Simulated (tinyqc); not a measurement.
Finite-size error of a charged defect in a periodic cell: Madelung and Makov-Payne terms. Changing the charge q. Computed by tinyqc, a small Python program. Command: `OMP_NUM_THREADS=1 python tinyqc.py 3010980 3010981 out.jsonl imagecharge sweep`. One thread of a shared host (Intel(R) Xeon(R) Processor @ 2.30GHz), about 0.05 s of CPU time with the checks.

L is the cube root of the cell volume. The defect charge is a Gaussian, rho(r) = q (2 pi sigma^2)^(-3/2) exp(-r^2/2 sigma^2), repeated periodically in a uniform neutralising background and screened by a continuum. The model cell energy is E(L) = E_0 + [periodic - isolated electrostatic energy].

Inputs (values chosen for the exercise, for a model uniaxial host):
```
quantity,value,unit
cell length L,14.5,angstrom
dielectric constant eps_xy,7.6,-
dielectric constant eps_z,5.82,-
axis ratio c/a,1.46,-
width sigma of the defect charge,1.8,angstrom
formation energy of the isolated defect E_0,1.787,eV
```

Supercell lattice: tetragonal. Screening: uniaxial.

Constants: e^2/(4 pi eps_0) = 14.39964548 eV angstrom.

Method:
- Cell vectors: (1,0,0), (0,1,0), (0,0,c/a), scaled to volume L^3.
- Ewald sum for a unit point charge: scale each Cartesian component of the cell by 1/sqrt(eps_i), giving R', G' and V'; E = [ (1/2) sum erfc(eta R')/R' + (2 pi/V') sum exp(-G'^2/4 eta^2)/G'^2 - eta/sqrt(pi) - pi/(2 V' eta^2) ] e^2/(4 pi eps_0) / sqrt(eps_x eps_y eps_z), over n_i = -6..6, omitting n = (0,0,0), eta = 2/V'^(1/3). alpha = -2 E eps_g L/(e^2/(4 pi eps_0)), eps_g = (eps_x eps_y eps_z)^(1/3).
- Periodic energy of the Gaussian: (2 pi q^2/V) sum_(G != 0) exp(-sigma^2 G^2)/(G.eps.G) x e^2/(4 pi eps_0), n_i = -k..k with k = max(9, L/sigma rounded up). Isolated energy: q^2/(2 sqrt(pi) sigma) <1/(n.eps.n)> e^2/(4 pi eps_0), the mean over directions n (64 Gauss-Legendre points in cos(theta)).

One run for each value:
```
charge q (e),point-charge correction -q^2 E (eV),finite-size error (eV)
1,0.1823,-0.1704
2,0.7294,-0.6816
3,1.6411,-1.5335
4,2.9175,-2.7263
5,4.5586,-4.2598
```

Describe and explain the trends.

Over the rows, point-charge correction -q^2 E (eV) rises from 0.182 to 4.56 (exponent d ln y / d ln x about 2.0 throughout); finite-size error (eV) falls from -0.170 to -4.26 (exponent d ln y / d ln x about 2.0 throughout). Every term goes as q^2.
